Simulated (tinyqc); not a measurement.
Tight binding, kagome lattice, step by step. Computed by tinyqc, a small Python program that keeps every step. Settings: t1 = 1.89, t2 = 1.89, delta = 0.91, bands filled = 2. Command: `OMP_NUM_THREADS=1 python tinyqc.py 27769 27770 out.jsonl` (the two numbers bound the seeds that draw the settings). One thread of a shared host (Intel(R) Xeon(R) Processor @ 2.60GHz), about 0.01 s of CPU time with the checks.

## Bloch Hamiltonian at k

Parameters chosen for this model:
```
parameter,value,unit
t1,1.890000,"eV, up triangles"
t2,1.890000,"eV, down triangles"
delta,0.910000,eV on site C
```

k point k (fractions of the reciprocal vectors): 0.19000  0.41000

H_AB = -t1 - t2 exp(-i k.a1), H_AC = -t1 - t2 exp(-i k.a2), H_BC = -t1 - t2 exp(i k.(a1 - a2)), H_CC = delta.

H(k) at k (eV), lower triangle (Hermitian):
```
,A,B,C
A,0.00000
B,-2.58576-1.75728i,0.00000
C,-0.29422-1.01271i,-2.24415-1.85652i,0.91000
```

## Levels at k

Diagonalise the Hermitian matrix.

eigenvalues (eV): -4.61152  1.52448  3.99704

weights |c|^2 of the basis functions:
```
,band 1,band 2,band 3
A,0.32145,0.49738,0.18117
B,0.46099,0.01156,0.52745
C,0.21756,0.49106,0.29138
```

## Bloch Hamiltonian at K

k point K (fractions of the reciprocal vectors): 0.33333  0.66667

As before.

H(k) at K (eV), lower triangle (Hermitian):
```
,A,B,C
A,0.00000
B,-0.94500-1.63679i,0.00000
C,-0.94500+1.63679i,-0.94500-1.63679i,0.91000
```

## Levels at K

As before.

eigenvalues (eV): -1.89000  -1.31741  4.11741

weights |c|^2 of the basis functions:
```
,band 1,band 2,band 3
A,0.50000,0.20492,0.29508
B,0.50000,0.20492,0.29508
C,0.00000,0.59016,0.40984
```

## Bands along a path

The same steps at evenly spaced points between the labelled ones.

Bands along the path (eV):
```
k,band 1,band 2,band 3
G,-7.27245,3.78000,4.40245
G-K 0.20,-6.95083,3.65655,4.20428
G-K 0.40,-6.04350,2.91914,4.03436
G-K 0.60,-4.71371,1.60099,4.02272
G-K 0.80,-3.20520,0.05893,4.05626
K,-1.89000,-1.31741,4.11741
K-M 0.20,-2.14508,-1.10020,4.15528
K-M 0.40,-2.64349,-0.64068,4.19417
K-M 0.60,-3.02990,-0.28905,4.22895
K-M 0.80,-3.27065,-0.07277,4.25342
M,-3.35229,0,4.26229
M-K' 0.20,-3.27065,-0.07277,4.25342
M-K' 0.40,-3.02990,-0.28905,4.22895
M-K' 0.60,-2.64349,-0.64068,4.19417
M-K' 0.80,-2.14508,-1.10020,4.15528
K',-1.89000,-1.31741,4.11741
```

With 2 band(s) filled, the highest filled level on these points lies at G and the lowest empty one at G-K 0.60: a gap of 0.2427 eV, indirect.
